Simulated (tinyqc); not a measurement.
RHF in the sto-3g basis, for H4, spin multiplicity 1, step by step. One step of it, computed by the program tinyqc.

Task: Iteration 2: diagonalisation and new density. Diagonalise F' = X^T F X, C = X C', fill 2 alpha and 2 beta electrons from the bottom; D = 2 C_occ C_occ^T. Each column has its largest component positive (the first on a tie).

extrapolated F (hartree):
```
           1H 1s      2H 1s      3H 1s      4H 1s
1H 1s  -0.279487  -0.525923  -0.042869  -0.049986
2H 1s  -0.525923  -0.272379  -0.042400  -0.066894
3H 1s  -0.042869  -0.042400  -0.244084  -0.519833
4H 1s  -0.049986  -0.066894  -0.519833  -0.255195
```

X:
```
               1          2          3         4
1H 1s   0.703095   0.675543   0.427429  0.398023
2H 1s  -0.703095  -0.675543   0.427429  0.398023
3H 1s  -0.703095   0.675543  -0.427429  0.398023
4H 1s   0.703095  -0.675543  -0.427429  0.398023
```

Give: F' = X^T F X; orbital energies; coefficients C; D after iteration 2.

Result:

F' = X^T F X (hartree):
```
        1       2       3       4
1   0.531  -0.019  -0.013  -0.009
2  -0.019   0.459  -0.001   0.014
3  -0.013  -0.001  -0.500  -0.011
4  -0.009   0.014  -0.011  -0.562
```

orbital energies (hartree): MO1 -0.564, MO2 -0.499, MO3 0.454, MO4 0.537

coefficients C:
```
         MO1     MO2     MO3     MO4
1H 1s  0.464  -0.363   0.828   0.509
2H 1s  0.467  -0.342  -0.823  -0.528
3H 1s  0.302   0.495   0.492  -0.845
4H 1s  0.335   0.484  -0.479   0.846
```

D after iteration 2:
```
        1H 1s   2H 1s   3H 1s   4H 1s
1H 1s   0.694   0.682  -0.079  -0.041
2H 1s   0.682   0.671  -0.056  -0.019
3H 1s  -0.079  -0.056   0.673   0.682
4H 1s  -0.041  -0.019   0.682   0.693
```
